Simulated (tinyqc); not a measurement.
Inside a calculation. Model: thin-film transistor with exponential tail and deep states, accumulation layer.

Computed by the program tinyqc: `OMP_NUM_THREADS=1 python tinyqc.py 2610045 2610046 out.jsonl`, one thread of a shared Intel Xeon 2.30GHz, about 0.02 s for the whole run. Printed values are rounded.

An undoped film in accumulation, thicker than the space-charge layer. With band bending psi the Fermi level lies E0 - psi below the band edge. Free electrons n = n0 exp(psi/Vt) carry the current; electrons in two exponential distributions of traps, a = a0 exp(psi/Va) and d = d0 exp(psi/Vp), do not. Linear regime, ohmic contacts, traps in equilibrium.

Inputs (values chosen for the exercise); values close to those of amorphous silicon: temperature T = 270 K; relative permittivity of the semiconductor eps_r = 11.8; density of extended states Nc = 4.8e19 cm^-3; band mobility mb = 8 cm^2/(V s); total density of tail states Nt = 8.9e19 cm^-3; characteristic temperature of the tail Tt = 350 K; total density of deep states Nd = 7.1e17 cm^-3; characteristic temperature of the deep states Td = 1050 K; bulk Fermi level below the band edge E0 = 0.57 eV; gate capacitance Ci = 20 nF/cm^2; ratio W/L WL = 20; drain voltage Vd = 0.2 V; gate voltage above flat band Vg = 12 V.

Constants: q = 1.602176634e-19 C, kB = 1.380649e-23 J/K, Vt = kB T/q, eps0 = 8.8541878128e-14 F/cm where lengths are in cm. Results are converted to the units shown.

Range of the model: The th form assumes a Fermi level far below the band edge; at the surface it overcounts the filled tail by a factor of about 1.3.

## Bulk densities

Va = kB Tt/q, Vp = kB Td/q; n0 = Nc exp(-E0/Vt), a0 = Nt th(T/Tt) exp(-E0/Va), d0 = Nd th(T/Td) exp(-E0/Vp), th(x) = pi x/sin(pi x).

Va = 0.03016067 V
Vp = 0.09048200 V
th(T/Tt) = 3.683495
n0 = 1.100803e9 cm^-3
a0 = 2.032410e12 cm^-3
d0 = 1.457767e15 cm^-3

## Iteration 1: surface potential by Newton steps

psi at the start = 0.32 V

Va = kB Tt/q, Vp = kB Td/q. G(psi) = sum over the three kinds of c0 [V (exp(psi/V) - 1) - psi], field F = sqrt(2 q G/(eps0 eps_r)); Vg = psi + eps0 eps_r F/Ci at the surface. f = psi + eps0 eps_r F/Ci - Vg, f' = 1 + q rho/(Ci F) with rho = sum c0 (exp(psi/V) - 1); psi(new) = psi - f/f'.

F = 44.44386 kV/cm
f = -9.358266 V
f' = 24.79755
psi after iteration 1 = 0.6973867 V

## Iteration 2: surface potential by Newton steps

As before.

F = 16996.83 kV/cm
f = 876.6069 V
f' = 15951.74
psi after iteration 2 = 0.6424330 V

The value that enters this step is an overshoot, farther from the solution than the start was, so its intermediate quantities are not physical.

## Course of the iteration: surface potential by Newton steps

Stop when psi changes by less than 1e-10 V, or after 30 iterations. psi must stay between 0 and 5 V.

Course of the iteration:
```
iteration    psi (V)  |change| (V)
1          0.6973867         0.377
2          0.6424330        0.0550
3          0.5871794        0.0553
4          0.5339183        0.0533
5          0.4874177        0.0465
6          0.4554650        0.0320
7          0.4428809        0.0126
8          0.4413260       1.55e-3
9          0.4413051       2.09e-5
10         0.4413051       3.72e-9
11         0.4413051       < 1e-13
```

Converged in 11 iterations. At the end the number of correct digits about doubles with each step.

## Free and total charge, current

psi_s = 0.4413051 V

Va = kB Tt/q, Vp = kB Td/q. G(psi) = sum over the three kinds of c0 [V (exp(psi/V) - 1) - psi], field F = sqrt(2 q G/(eps0 eps_r)); Vg = psi + eps0 eps_r F/Ci at the surface. Total charge Q = Ci (Vg - psi_s); free charge Qf = q times the integral of n0 (exp(psi/Vt) - 1)/F over psi from 0 to psi_s; I = (W/L) mb Qf Vd; effective mobility mb Qf/Q.

surface densities (cm^-3): free 1.901261e17, tail 4.597532e18, deep 1.913635e17
Q = 231.1739 nC/cm^2
Qf = 4.820776 nC/cm^2
effective mobility = 0.1668277 cm^2/(V s)
I = 154.2648 nA

2.09 % of the induced charge is free, against 3.82 % of the electrons right at the surface.
